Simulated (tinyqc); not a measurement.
# Equilibrium and kinetic segregation of a solute to boundaries and growing surfaces, step by step

A worked calculation. Computed by tinyqc, a small Python program that keeps every step. Command: `OMP_NUM_THREADS=1 python tinyqc.py 3024974 3024975 out.jsonl segreg walk`. One thread of a shared host (Intel(R) Xeon(R) Processor @ 2.30GHz), about 0.01 s of CPU time with the checks. Intermediate numbers are printed to about 6 digits and carried at full precision; extremes and crossings named in words are read from the listed rows.

Inputs (values chosen for the exercise, for a model alloy):

| quantity | value | unit |
|---|---|---|
| segregation energy Q | 0.442 | eV |
| interaction z w (positive attracts) | 0.13 | eV |
| total solute fraction x0 | 0.00048 | - |
| temperature T | 1000 | K |
| grain size d | 560 | nm |
| boundary thickness delta | 0.52 | nm |
| atomic volume Omega | 11.2 | angstrom^3 |
| clean boundary energy gamma_0 | 0.84 | J/m^2 |
| bulk diffusivity D | 1.3e-18 | m^2/s |
| anneal time t | 3700 | s |
| exchange barrier E_b | 1.94 | eV |
| surface segregation energy E_s | 0.3 | eV |
| growth temperature T_g | 850 | K |
| growth rate | 0.056 | monolayers/s |
| mixing | 0.5 | - |

Isotherm: Fowler-Guggenheim.

Constants: k_B = 8.617333262e-05 eV/K; 1 eV/angstrom^2 = 16.02176634 J/m^2.

## Coverage for very large grains, by iteration

With theta the solute fraction on boundary sites and x that in the grains, theta/(1 - theta) = [x/(1 - x)] exp[(Q + z w theta)/(k_B T)]. The coverage theta_inf is that for x = x0. Start at theta = 0; theta(new) = theta + mixing (theta(out) - theta); stop below 1e-10, 80 steps at most.

Iteration:

| step | theta in | theta out | out - in |
|---|---|---|---|
| 1 | 0.0000000 | 0.0750179 | 7.50179e-02 |
| 2 | 0.0375090 | 0.0790401 | 4.15311e-02 |
| 3 | 0.0582745 | 0.0813507 | 2.30762e-02 |
| 4 | 0.0698126 | 0.0826610 | 1.28484e-02 |
| 5 | 0.0762368 | 0.0833989 | 7.16208e-03 |
| 6 | 0.0798178 | 0.0838128 | 3.99494e-03 |
| ... | ... | ... | ... |
| 32 | 0.0843379 | 0.0843379 | 1.04379e-09 |
| 33 | 0.0843379 | 0.0843379 | 5.82694e-10 |
| 34 | 0.0843379 | 0.0843379 | 3.25289e-10 |
| 35 | 0.0843379 | 0.0843379 | 1.81593e-10 |
| 36 | 0.0843379 | 0.0843379 | 1.01374e-10 |
| 37 | 0.0843379 | 0.0843379 | 5.65922e-11 |

coverage theta_inf = 0.0843379

last residual = 5.65922e-11

Converged; without interaction theta would be 0.0750.

## Depletion of small grains

Finite grains: boundary sites are the fraction f = 3 delta/d, and x0 = (1 - f) x + f theta; solve both equations for theta; share at boundaries = f theta/x0.

site fraction f = 0.00278571

coverage theta = 0.0562618

fraction x left in the grains = 3.24174e-04

share of solute at boundaries = 32.6519 %

enrichment theta/x = 173.554

33 % of the solute sits at boundaries; for a dopant that share is electrically lost. The supply limits the coverage, which stays well below theta_inf.

## Boundary energy

Gibbs adsorption for this isotherm in a dilute matrix: gamma = gamma_0 + Gam_0 [k_B T ln(1 - theta) + z w theta^2/2], Gam_0 = delta/Omega sites per area.

Gam_0 = 46.4286 1/nm^2

boundary energy gamma = 0.804412 J/m^2

Segregation lowers gamma by 4.2 %, and the driving force of grain growth with it.

## How fast the boundary fills

McLean kinetics from a uniform start, fed from both sides, with a constant enrichment beta = theta_inf/x0: (theta - x0)/(theta_inf - x0) = 1 - exp(s^2) erfc(s), s = 2 sqrt(D t)/(beta delta); half filling at s = 0.7691, t = (0.7691 beta delta/2)^2/D. D is an input and does not follow T.

s = 1.51816

degree of filling = 0.681361

time to half filling = 949.581 s

diffusion length sqrt(D t) = 69.3542 nm

## Segregation at a growing surface

Two-state exchange during growth, dilute: jump up r_u = nu exp(-E_b/(k_B T_g)), jump back r_d = r_u exp(-E_s/(k_B T_g)), nu = 1e13 1/s. In the time 1/R of one monolayer the share carried up is p = [r_u/(r_u + r_d)] [1 - exp(-(r_u + r_d)/R)]; the tail decays as p^n, length -1/ln p monolayers; the equilibrium limit has p = r_u/(r_u + r_d).

r_u = 31.4375 1/s

r_d = 0.523242 1/s

share carried up p = 0.983629

decay length = 60.5807 monolayers

Exchange is fast against growth: the equilibrium regime, where heating shortens the tail.

## Tail length against growth temperature

The formulas are those given above.

Exchange model:

| T_g (K) | r_u/R | p | length (monolayers) | equilibrium limit |
|---|---|---|---|---|
| 590 | 4.79003e-03 | 0.004779 | 1.87139e-01 | 365.757 |
| 631 | 5.71597e-02 | 0.055550 | 3.45965e-01 | 249.438 |
| 665 | 3.54243e-01 | 0.298031 | 8.26065e-01 | 188.251 |
| 700 | 1.92498e+00 | 0.850169 | 6.16066e+00 | 145.012 |
| 727 | 6.35566e+00 | 0.990111 | 1.00625e+02 | 120.640 |
| 755 | 2.00410e+01 | 0.990157 | 1.01091e+02 | 101.091 |
| 796 | 9.30970e+01 | 0.987551 | 7.98247e+01 | 79.825 |
| 858 | 7.18637e+02 | 0.983002 | 5.83295e+01 | 58.330 |
| 960 | 1.16751e+04 | 0.974078 | 3.80756e+01 | 38.076 |

The length peaks among these rows at 755 K with 101 monolayers. Below, exchange freezes (r_u/R = 0.0048 in the first row); above, the length follows the equilibrium limit, about exp(E_s/(k_B T)), down to 38.1.

## Coverage against grain size

The formulas are those given above.

At T:

| d (nm) | theta | x in the grains | share at boundaries (%) |
|---|---|---|---|
| 15 | 0.0043918 | 2.59470e-05 | 95.1566 |
| 30 | 0.0083348 | 4.91437e-05 | 90.2941 |
| 60 | 0.0151308 | 8.89100e-05 | 81.9587 |
| 120 | 0.0255729 | 1.49496e-04 | 69.2599 |
| 250 | 0.0399689 | 2.32042e-04 | 51.9595 |
| 500 | 0.0541179 | 3.12126e-04 | 35.1766 |
| 1000 | 0.0658603 | 3.77847e-04 | 21.4046 |
| 5000 | 0.0798335 | 4.55234e-04 | 5.1892 |

From the largest grains to the smallest the share at boundaries rises from 5.2 to 95 %, and x/x0 falls to 0.054. In the dilute limit x/x0 = 1/(1 - f + f exp(Q/(k_B T))), which gives 0.054 at 15 nm.

Checks made by the program: mass balance (relative difference below 1e-10).
